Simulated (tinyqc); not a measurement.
Inside a calculation. Method: tight binding, honeycomb lattice. One step of it, computed by the program tinyqc.

Problem. Levels at k. Diagonalise the Hermitian matrix.

H(k) at k (eV):
```
                     A                    B
A             1.597479  -0.087907-1.397237i
B  -0.087907+1.397237i            -1.596205
```

Give: eigenvalues; weights |c|^2 of the basis functions.

Solution.

eigenvalues (eV): -2.123  2.124

weights |c|^2 of the basis functions:
```
   band 1  band 2
A   0.124   0.876
B   0.876   0.124
```
